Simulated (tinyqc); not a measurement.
Current crowding under a contact, resistor ladder against the transmission-line model: two steps of the calculation.

A metal contact of length d and width W on a thin layer of the same width. The metal has no resistance, the sheet resistance under it equals Rsh, and current enters the layer at the front edge x = 0.

Inputs (values chosen for the exercise):

| symbol | value | unit | meaning |
|---|---|---|---|
| Rsh | 31 | ohm/sq | sheet resistance of the semiconductor layer |
| rc | 3.6e-6 | ohm cm^2 | specific contact resistivity |
| d | 1.5 | um | contact length |
| W | 58 | um | contact width |
| n | 10 |  | cells |
| I | 0.1 | mA | current |

Task 1. Voltages and the share of the current. Cut the contact into n cells of length hc = d/n. Neighbouring cell centres are joined by a = W/(Rsh hc), each centre joins the metal (0 V) by g = W hc/rc, and I enters cell 1 through half a cell: -a v_(i-1) + b_i v_i - a v_(i+1) = I for i = 1 and 0 otherwise, b_i = g + 2 a (g + a at both ends). Rc = v_1/I + 1/(2 a). Cell i passes g v_i to the metal.

a = 12.473118 S
g = 0.024166667 S
b_i, cell 1 to 10 (S): 12.497285  24.970403  24.970403  24.970403  24.970403  24.970403  24.970403  24.970403  24.970403  12.497285

Wanted: v_i; share of the current; Rc of the ladder.

Result 1.

```
cell	v_i (mV)	share of the current (%)
1	0.4363	10.54
2	0.4291	10.37
3	0.4228	10.22
4	0.4173	10.08
5	0.4126	9.97
6	0.4086	9.88
7	0.4055	9.80
8	0.4032	9.74
9	0.4016	9.71
10	0.4009	9.69
```

Rc of the ladder = 4.403 ohm

The first cell passes 10.5 % of the current and the last 9.69 %; an even spread would give 10.0 % each.

Task 2. The transmission-line result. Transfer length Lt = sqrt(rc/Rsh); front resistance Rc = (Rsh Lt/W) coth(d/Lt); end resistance Re = (Rsh Lt/W)/sinh(d/Lt). v(x) = I (Rsh Lt/W) cosh((d - x)/Lt)/sinh(d/Lt) at the cell centres x = (i - 1/2) d/n.

Give: Lt; Rc; Re; v(x).

Result 2.

Lt = 3.4078 um
Rc = 4.4018 ohm
Re = 4.0073 ohm
v(x), cell 1 to 10 (mV): 0.43628  0.42910  0.42276  0.41724  0.41253  0.40861  0.40549  0.40316  0.40160  0.40082

The ladder's Rc is 0.031 % above this value, with cells 0.044 Lt long.

Computed by the program tinyqc: `OMP_NUM_THREADS=1 python tinyqc.py 2760030 2760031 out.jsonl`, one thread of a shared Intel Xeon 2.30GHz, about 0.01 s for the whole run.
